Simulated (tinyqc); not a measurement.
Two-mode optical phonons of a ternary alloy from two coupled oscillators: one step, computed by the program tinyqc.

An alloy A(x)B(1-x)C has an A-C and a B-C bond oscillator. Each TO frequency moves linearly from the impurity mode (dilute end) to the TO of the pure crystal; each strength is proportional to the number of bonds.

Task: LO modes, coupled by the field. eps(omega) = eps_inf + W_1/(omega_1^2 - omega^2) + W_2/(omega_2^2 - omega^2) = 0 is the eigenproblem of the matrix [[omega_1^2 + W_1/eps_inf, sqrt(W_1 W_2)/eps_inf], [sqrt(W_1 W_2)/eps_inf, omega_2^2 + W_2/eps_inf]] for omega_LO^2. Uncoupled values keep the diagonal alone. eps_s = eps_inf + W_1/omega_1^2 + W_2/omega_2^2.

omega_1 (A-C, TO) = 228.656 1/cm

omega_2 (B-C, TO) = 259.385 1/cm

eps_inf = 11.377

W_1 = 37820.90 1/cm^2

W_2 = 107468.5 1/cm^2

Give: matrix; lower LO mode; upper LO mode; uncoupled values; eps_s.

Result:

matrix (1/cm^2):
```
       1      2
1  55608   5604
2   5604  76727
```

lower LO mode = 232.8 1/cm

upper LO mode = 279.5 1/cm

uncoupled values (1/cm): 235.8  277.0

eps_s = 13.70

The field pushes the upper mode up by 2.51 and the lower one down by 2.98 per cm; the lower LO stays between the two TO modes.
